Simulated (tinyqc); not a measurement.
Inside a calculation. Model: composition and strain of an epitaxial Si(1-x)Ge(x) layer from Raman and X-ray peaks. Computed by tinyqc, a small Python program that keeps every step. Command: `OMP_NUM_THREADS=1 python tinyqc.py 3017581 3017582 out.jsonl epiraman walk`. One thread of a shared host (Intel(R) Xeon(R) Processor @ 2.30GHz), about 0.01 s of CPU time with the checks. Intermediate numbers are printed to about 5 digits and carried at full precision; extremes and crossings named in words are read from the listed rows.

A (001) layer, biaxially strained in the plane. The Raman peaks follow empirical lines omega = w0 + c1 x + c3 x^3 + b eps (c3 for Si-Ge alone), with eps the in-plane strain.

Inputs (values chosen for the exercise, modelled on silicon-germanium): Ge fraction x = 0.37; degree of relaxation R = 0.43; lattice constant of Si = 5.431 angstrom; lattice constant of Ge = 5.658 angstrom; bowing B = 0.025 angstrom; 2 C12/C11 of Si = 0.771; 2 C12/C11 of Ge = 0.756; Si-Si: w0 = 520.4 1/cm; Si-Si: c1 = -64.6 1/cm; Si-Si: strain coefficient b = -697 1/cm; Si-Ge: w0 = 400.5 1/cm; Si-Ge: c1 = 25 1/cm; Si-Ge: c3 = -30.9 1/cm; Si-Ge: strain coefficient b = -606 1/cm; Ge-Ge: w0 = 280.6 1/cm; Ge-Ge: c1 = 19.5 1/cm; Ge-Ge: strain coefficient b = -431 1/cm; uncertainty of a Raman peak = 0.2 1/cm; X-ray wavelength = 1.540598 angstrom.

Substrate: silicon. Pair of peaks used: Si-Ge and Ge-Ge.

## Lattice constants and strain

Relaxed lattice constant a(x) = a_Si + (a_Ge - a_Si) x - B x (1 - x). In-plane constant a_par = a_sub + R (a(x) - a_sub); eps = a_par/a(x) - 1; eps_perp = -(2 C12/C11) eps with 2 C12/C11 linear in x; a_perp = a(x) (1 + eps_perp).

relaxed constant a(x) = 5.5092 angstrom

substrate constant a_sub = 5.431 angstrom

a_par = 5.4646 angstrom

in-plane strain eps = -8.0870 per mille

strain along the normal = 6.1902 per mille

a_perp = 5.5433 angstrom

The layer is under compression in the plane and is stretched along the normal.

## Raman peaks

Insert x and eps in the three lines; the strain part is b eps.

Si-Si peak = 502.13 1/cm

Si-Ge peak = 413.09 1/cm

Ge-Ge peak = 291.30 1/cm

strain parts (1/cm): Si-Si 5.6366, Si-Ge 4.9007, Ge-Ge 3.4855

Read as unstrained, the Si-Si peak would give x = 0.283 in place of 0.37.

## X-ray (004) reflection

Bragg angle theta = arcsin(2 lambda/a) for (004), for the substrate with a_sub and the layer with a_perp; separation in arc seconds.

theta of the substrate = 34.565 degree

theta of the layer = 33.769 degree

separation, layer less substrate = -2864.4 arcsec

## Back from two peaks to composition and strain

Unknowns x and eps (per mille). Newton steps: J d = (measured - model), J = [d omega/dx, d omega/d eps] for the two peaks; start at x = 0.5, eps = 0; stop when |d| < 1e-9. The peaks are rounded to 0.001 per cm; R = (a(x)(1 + eps) - a_sub)/(a(x) - a_sub).

peaks used (1/cm): Si-Ge 413.086, Ge-Ge 291.300

Iterations:
```
step        x  eps (per mille)  residual 1 (1/cm)  residual 2 (1/cm)
0     0.50000           0.0000         3.9485e+00               0.95
1     0.39791          -6.8231         4.5020e-01               0.00
2     0.37157          -8.0146         2.5018e-02               0.00
3     0.36993          -8.0890         9.2976e-05               0.00
4     0.36992          -8.0893         1.2996e-09               0.00
5     0.36992          -8.0893                  0               0.00
```

recovered x = 0.36992

recovered eps = -8.0893 per mille

recovered R = 0.43

## Which pair of peaks is best

For each pair invert J = [d omega/dx, d omega/d eps] at the true x. Independent errors of the given size in both peaks give sigma_x and sigma_eps = uncertainty x (norm of the rows of the inverse of J).

Error propagation:
```
pair               det J    sigma_x  sigma_eps (per mille)
Si-Si and Si-Ge   47.727  0.0038703                0.27558
Si-Si and Ge-Ge  41.4341  0.0039556                0.32572
Si-Ge and Ge-Ge   6.5117   0.022840                0.70827
```

The pair Si-Si and Si-Ge fixes x best (sigma_x = 0.0039) and Si-Ge and Ge-Ge worst (0.023), a factor 5.9. Strain moves all peaks the same way, so a good pair needs different ratios of composition slope to strain coefficient, best of opposite sign; the slopes here are -64.6, 12.3 and 19.5 per cm for Si-Si, Si-Ge and Ge-Ge. Errors in the coefficients themselves are not counted.

## Relaxation at fixed composition

(004) Bragg angle theta = arcsin(2 lambda/a), with a = a_perp for the layer and a_sub for the substrate; separation = layer less substrate. The apparent x is the one that a fully strained layer (R = 0) would need to give the same a_perp.

Signatures; columns: (1) R; (2) eps (per mille); (3) Si-Si (1/cm); (4) Ge-Ge (1/cm); (5) a_perp (angstrom); (6) (004) separation (arcsec); (7) apparent x if R = 0 is assumed:
```
(1)       (2)     (3)     (4)     (5)      (6)      (7)
0.00  -14.188  506.39  293.93  5.5690  -3500.9  0.37000
0.15  -12.060  504.90  293.01  5.5600  -3279.6  0.34682
0.30   -9.931  503.42  292.10  5.5510  -3057.6  0.32353
0.50   -7.094  501.44  290.87  5.5391  -2760.1  0.29229
0.70   -4.256  499.46  289.65  5.5271  -2461.0  0.26084
0.85   -2.128  497.98  288.73  5.5181  -2235.7  0.23711
1.00    0.000  496.50  287.81  5.5092  -2009.4  0.21326
```

Full relaxation moves the Si-Si peak by -9.89 per cm and shrinks the X-ray separation to 57 % of its strained value, about 1/(1 + 2 C12/C11). A symmetric reflection alone cannot part x from R: a relaxed layer read as strained gives x = 0.213 in place of 0.37. An asymmetric reflection or a second peak is needed.

Checks made by the program: recovered composition (relative difference 2e-04).
